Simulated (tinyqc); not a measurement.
Worked calculation: geometry optimisation on the UHF/sto-3g surface (energies and gradients from PySCF), for H3, spin multiplicity 2. Computed by tinyqc, a small Python program that keeps every step (integrals from PySCF). Settings: charge = 0, multiplicity = 2, basis = sto-3g, optimiser = sd, first Hessian = 0.3, largest step = 0.5, iteration cap = 30. Command: `OMP_NUM_THREADS=1 python tinyqc.py 20353 20354 out.jsonl` (the two numbers bound the seeds that draw the settings). One thread of a shared host (Intel(R) Xeon(R) Processor @ 2.60GHz), about 2 s of CPU time with the checks.

positions at the start (bohr):
```
          x       y        z
1H   0.0983  0.0491  -0.0756
2H   0.0000  0.0265   1.4797
3H  -0.0643  1.5817   0.3458
```

Stop when the largest gradient component is below 3e-5 hartree/bohr.

Course of the optimisation:
```
step  E (hartree)  largest gradient (hartree/bohr)
1       -1.370597                         2.27e-01
2       -1.485120                         7.82e-02
3       -1.530026                         6.21e-02
4       -1.548793                         4.40e-02
5       -1.557405                         4.66e-02
6       -1.555028                         1.13e-01
7       -1.527067                         9.85e-02
8       -1.557440                         1.17e-01
9       -1.528602                         9.87e-02
10      -1.559016                         1.18e-01
11      -1.529680                         9.91e-02
12      -1.560179                         1.19e-01
13      -1.530516                         9.97e-02
14      -1.561105                         1.20e-01
15      -1.531204                         1.00e-01
16      -1.561875                         1.20e-01
17      -1.531791                         1.01e-01
18      -1.562533                         1.20e-01
19      -1.532302                         1.01e-01
20      -1.563106                         1.20e-01
21      -1.532752                         1.02e-01
22      -1.563609                         1.19e-01
23      -1.533152                         1.02e-01
24      -1.564055                         1.19e-01
25      -1.533509                         1.02e-01
26      -1.564452                         1.19e-01
27      -1.533829                         1.02e-01
28      -1.564806                         1.19e-01
29      -1.534117                         1.03e-01
30      -1.565124                         1.19e-01
```

Can the last value be used, and what does the course show?

Not by the stop rule. Not converged within 30 steps: the energy rises at some steps, so steps overshoot. Reruns: method bfgs, first Hessian 0.6, largest step 0.3: not converged.
